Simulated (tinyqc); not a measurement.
Abrupt p-n junction, non-linear Poisson equation by Newton steps: one step of the calculation.

One dimension, p side on the left, n side on the right; net doping C = -Na for x < 0 and +Nd for x > 0. The potential psi is counted from the intrinsic level, and the quasi-Fermi potentials are flat: 0 for holes and -V for electrons, so n = ni exp((psi + V)/Vt) and p = ni exp(-psi/Vt) (Boltzmann statistics, full ionisation, no current).

Problem. Densities, residual and Jacobian diagonal. n_i = ni exp((psi_i + V)/Vt), p_i = ni exp(-psi_i/Vt), rho_i = p_i - n_i + C_i, g_i = (n_i + p_i)/Vt. Box widths w_i = (h_(i-1) + h_i)/2 in cm. Residual F_i = a_i (psi_(i+1) - psi_i) - a_(i-1) (psi_i - psi_(i-1)) + q rho_i w_i; Jacobian: a_(i-1) and a_i beside the diagonal, b_i = -a_(i-1) - a_i - q g_i w_i on it. The two end nodes are fixed.

Inputs (values chosen for the exercise):
- T = 273 K (temperature)
- V = 0.77 V (bias of the p side against the n side)

Constants: q = 1.602176634e-19 C, kB = 1.380649e-23 J/K, Vt = kB T/q. Results are converted to the units shown.

```
node  x (nm)  psi at the start (V)  net doping C (cm^-3)
0      -32.6            -1.5800223               -1.4e18
1      -22.8            -1.5800223               -1.4e18
2      -14.6            -1.5800223               -1.4e18
3      -7.87            -1.5800219               -1.4e18
4       -2.3            -1.5384698               -1.4e18
5        2.3            -1.4491515                5.2e16
6       15.1            -1.1912975                5.2e16
7       50.8            -0.5577841                5.2e16
8        150             0.5405363                5.2e16
9        426             0.7325538                5.2e16
```

coupling a_i, interval 0 to 8 (F/cm^2): 8.5921761e-7  1.0268698e-6  1.2511638e-6  1.5117294e-6  1.8305071e-6  6.5783849e-7  2.3586366e-7  8.4882385e-8  3.0508451e-8
ni = 9.5010184e-12 cm^-3

Wanted: n; p; residual F; diagonal b.

Solution.

```
node  n (cm^-3)  p (cm^-3)
0     1.057e-26   1.400e18
1     1.057e-26   1.400e18
2     1.057e-26   1.400e18
3     1.057e-26   1.400e18
4     6.184e-26   2.394e17
5     2.755e-24   5.372e15
6     1.586e-19   9.332e10
7      7.860e-8     0.1883
8      1.483e13  9.979e-22
9      5.200e16  2.846e-25
```

```
node  residual F (1e-8 C/cm^2)  diagonal b (F/cm^2)
1                        0.000            -1.047e-5
2                        0.000            -9.396e-6
3                        6.281            -8.627e-6
4                        0.612            -4.171e-6
5                        1.413            -2.520e-6
6                        0.000            -8.937e-7
7                        0.000            -3.207e-7
8                        6.888            -1.173e-7
```

Numbers from tinyqc (`OMP_NUM_THREADS=1 python tinyqc.py 2000118 2000119 out.jsonl`; about 0.02 s on one thread of a shared Intel Xeon 2.30GHz).
